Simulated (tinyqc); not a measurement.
Inside a calculation. Method: coherent transport through a tight-binding region between two chains. Computed by tinyqc, a small Python program that keeps every step. Settings: temperature = 4, mu = -0.27. Command: `OMP_NUM_THREADS=1 python tinyqc.py 21745 21746 out.jsonl` (the two numbers bound the seeds that draw the settings). One thread of a shared host (Intel(R) Xeon(R) Processor @ 2.60GHz), about 0.09 s of CPU time with the checks.

## Transmission at E = 0.54 eV

H of the central region (eV):
```
           1          2          3          4          5
1  -0.550000  -1.220000   0.000000   0.000000  -1.220000
2  -1.220000   0.620000  -1.220000   0.000000   0.000000
3   0.000000  -1.220000   0.390000  -1.220000   0.000000
4   0.000000   0.000000  -1.220000   0.260000  -1.220000
5  -1.220000   0.000000   0.000000  -1.220000  -0.080000
```

Leads: semi-infinite chains with site energy 0:
```
parameter                           value
lead hopping t (eV)              1.610000
coupling to the left lead (eV)   1.230000
coupling to the right lead (eV)  0.980000
left contact site                       1
right contact site                      2
```

E = 0.540000 eV

Surface Green function g = (E - i sqrt(4 t^2 - E^2)) / (2 t^2); self-energy tc^2 g on each contact site; G = (E - H - Sigma)^(-1); Gamma = -2 Im Sigma; T = Gamma_L Gamma_R |G_LR|^2; local density of states -Im G_ii / pi.

g = 0.104163-0.612322i 1/eV

G (1/eV):
```
                     1                    2                    3                    4
1   0.186409-0.116129i   0.336752-0.089939i  -0.180067-0.059467i  -0.314613+0.097251i
2   0.336752-0.089939i   0.078165-0.125386i   0.434016+0.033758i  -0.131528+0.121235i
3  -0.180067-0.059467i   0.434016+0.033758i   0.260387-0.144758i   0.353642-0.015960i
4  -0.314613+0.097251i  -0.131528+0.121235i   0.353642-0.015960i   0.088047-0.119273i
5   0.252273+0.037148i  -0.403829-0.061582i  -0.341551+0.148421i   0.445823+0.043334i

                     5
1   0.252273+0.037148i
2  -0.403829-0.061582i
3  -0.341551+0.148421i
4   0.445823+0.043334i
5   0.239231-0.158367i
```

local density of states (1/eV): 0.036965  0.039911  0.046078  0.037966  0.050410

transmission = 0.264744

## Transmission across the band

The same steps on a grid of energies.

T(E):
```
E (eV)              T
-3.05900000  0.227319
-2.75310000  0.574291
-2.44720000  0.423340
-2.14130000  0.285000
-1.83540000  0.195426
-1.52950000  0.120734
-1.22360000  0.036433
-0.91770000  0.006054
-0.61180000  0.000010
-0.30590000  0.210085
0.00000000   0.254137
0.30590000   0.257689
0.61180000   0.268168
0.91770000   0.291105
1.22360000   0.332618
1.52950000   0.405629
1.83540000   0.527696
2.14130000   0.088044
2.44720000   0.647904
2.75310000   0.709582
3.05900000   0.125933
```

levels of the isolated region (eV): -2.395044  -0.774797  -0.467407  1.921188  2.356060

## Current

I = (2e/h) int T(E) [f(E - mu - V/2) - f(E - mu + V/2)] dE at 4 K with mu = -0.27 eV, the bias not changing H; 2e^2/h = 77.48092 microsiemens; the integral runs over the band on 4001 points.

Current:
```
V (volt)  I (microampere)
0.010000         0.174178
0.050000         0.867966
0.100000         1.728579
0.200000         3.391769
0.400000         6.276299
0.800000        10.475225
```
